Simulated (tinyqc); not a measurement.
What moves the results: exchange-split free-electron bands and tunnelling magnetoresistance. A value that a table varies takes the place of the one given here.

Majority and minority bands E = c k^2/m -/+ Dx/2, c = hbar^2/2m0, so k_up = sqrt(m (EF + Dx/2)/c), k_dn = sqrt(m (EF - Dx/2)/c); n_s = k_s^3/(6 pi^2), D_s = m k_s/(4 pi^2 c).

Barrier: kappa = sqrt(mb phi/c), c = hbar^2/2m0. With a = k1/m, b = k2/m, w = kappa/mb, the transmission at normal incidence is T(k1, k2) = 4 a b w^2/[w^2 (a + b)^2 + (w^2 + a^2)(w^2 + b^2) sinh^2(kappa d)]. Parallel: G_P = T(up, up) + T(dn, dn); antiparallel: G_AP = 2 T(up, dn); TMR = (G_P - G_AP)/G_AP. Julliere: TMR = 2 P^2/(1 - P^2). Slonczewski factor: P_eff = P_k (w^2 - a_up a_dn)/(w^2 + a_up a_dn), P_k = (k_up - k_dn)/(k_up + k_dn).

Constants: hbar^2/2m0 = 3.80998211 eV angstrom^2.

Parameters, chosen for this exercise:
- EF = 2.28 eV (Fermi energy above the mean band bottom)
- Dx = 3.18 eV (exchange splitting)
- m = 1.02 m0 (mass in the electrodes)
- mb = 0.54 m0 (mass in the barrier)
- d = 7.9 angstrom (barrier thickness)
- phi = 1.14 eV (barrier height above EF)

## Barrier height

Results:

| phi (eV) | w (1/angstrom) | P_eff | TMR (%) | G_P |
|---|---|---|---|---|
| 0.20 | 0.312 | -0.2537 | 11.11 | 0.323 |
| 0.40 | 0.441 | -0.1493 | 5.04 | 0.139 |
| 0.70 | 0.583 | -0.0429 | 0.79 | 0.0454 |
| 1.0 | 0.697 | 0.0294 | 0.34 | 0.0173 |
| 1.5 | 0.854 | 0.1090 | 2.43 | 0.00440 |
| 2.0 | 0.986 | 0.1609 | 5.32 | 0.00135 |
| 3.0 | 1.208 | 0.2244 | 10.60 | 0.000181 |
| 4.0 | 1.394 | 0.2618 | 14.71 | 3.28e-05 |
| 6.0 | 1.708 | 0.3038 | 20.34 | 1.83e-06 |
| 10 | 2.205 | 0.3415 | 26.41 | 1.90e-08 |

P_eff vanishes where w^2 = a_up a_dn, at phi = 0.87 eV, inside the table; the lowest TMR listed is 0.34 % at 1 eV. TMR is 11.1 % at the lowest barrier and 26.4 % at the highest, against 39.5 % for Julliere with P_k; P_eff tends to +P_k for very high barriers and to -P_k for very low ones. G_P falls by 7.2 decades.

## Barrier thickness

Results:

| d (angstrom) | kappa d | G_P | G_AP | TMR (%) |
|---|---|---|---|---|
| 1 | 0.402 | 1.66 | 1.42 | 16.29 |
| 2 | 0.804 | 1.01 | 0.922 | 10.02 |
| 3 | 1.206 | 0.526 | 0.499 | 5.41 |
| 4 | 1.608 | 0.251 | 0.244 | 2.89 |
| 6 | 2.412 | 0.0526 | 0.0520 | 1.09 |
| 8 | 3.216 | 0.0106 | 0.0106 | 0.72 |
| 10 | 4.020 | 0.00213 | 0.00212 | 0.64 |
| 13 | 5.226 | 0.000191 | 0.000190 | 0.62 |
| 16 | 6.431 | 1.72e-05 | 1.70e-05 | 0.62 |
| 20 | 8.039 | 6.88e-07 | 6.84e-07 | 0.62 |

For thick barriers each angstrom costs a factor exp(2 kappa) = 2.23 in both conductances, and TMR settles at 0.62 % (the interface factor, which vanishes at (kappa/mb)^2 = k_up k_dn/m^2, reduces it below the value from the polarisation of k alone); it is within 0.1 point of that from d = 8 angstrom on. At 1 angstrom it is 16.29 %, where the barrier is thin and the mismatch of k_up and k_dn starts to rule, as it does fully for d -> 0.

## Exchange splitting

Dx takes the listed multiples of 2 EF.

Results:

| Dx/(2 EF) | k_up | k_dn | P_k | P_eff | TMR (%) |
|---|---|---|---|---|---|
| 0.10 | 0.8194 | 0.7412 | 0.0501 | -0.0013 | 0.00 |
| 0.20 | 0.8558 | 0.6988 | 0.1010 | -0.0019 | 0.01 |
| 0.35 | 0.9078 | 0.6299 | 0.1807 | 0.0007 | 0.02 |
| 0.50 | 0.9569 | 0.5524 | 0.2679 | 0.0116 | 0.08 |
| 0.65 | 1.0036 | 0.4622 | 0.3693 | 0.0400 | 0.41 |
| 0.80 | 1.0482 | 0.3494 | 0.5000 | 0.1115 | 2.65 |
| 0.90 | 1.0769 | 0.2471 | 0.6268 | 0.2309 | 11.40 |
| 0.97 | 1.0966 | 0.1353 | 0.7803 | 0.4608 | 53.97 |

P_k rises from 0.050 to 0.780, and TMR goes from 0.00 % to 54.0 %, steadily; P_eff changes sign along the table. At Dx = 2 EF the minority band is empty (a half metal) and G_AP vanishes.

## What moves the magnetoresistance

All results formed anew. Each row changes one parameter from the base and keeps the others.

Results:

| case | P_k | P_eff | TMR (%) | G_P |
|---|---|---|---|---|
| base | 0.4062 | 0.0557 | 0.73 | 0.0115 |
| Dx = 3.339 eV | 0.4356 | 0.0706 | 1.12 | 0.0112 |
| EF = 2.508 eV | 0.3575 | 0.0187 | 0.16 | 0.0121 |
| phi = 1.482 eV | 0.4062 | 0.1068 | 2.34 | 0.00461 |
| mb = 0.432 m0 | 0.4062 | 0.0993 | 2.14 | 0.0220 |
| d = 9.9 angstrom | 0.4062 | 0.0557 | 0.64 | 0.00231 |
| m = 1.224 m0 | 0.4062 | 0.0915 | 1.77 | 0.0113 |

The largest shifts from the base row, up to three for each result and ties (the steps differ in size, so this ranks the rows, not the parameters). P_k: EF -0.0487, Dx +0.0294; unchanged at the printed digits by phi, mb, d and m. P_eff: phi +0.0511, mb +0.0436, EF -0.0370; unchanged at the printed digits by d. TMR (%): phi +1.61, mb +1.42, m +1.05. G_P: mb +0.0105, d -0.00921, phi -0.00691.

Program tinyqc; command `OMP_NUM_THREADS=1 python tinyqc.py 1652045 1652046 out.jsonl`; about 0.01 s on one thread of a shared Intel(R) Xeon(R) Processor @ 2.30GHz.
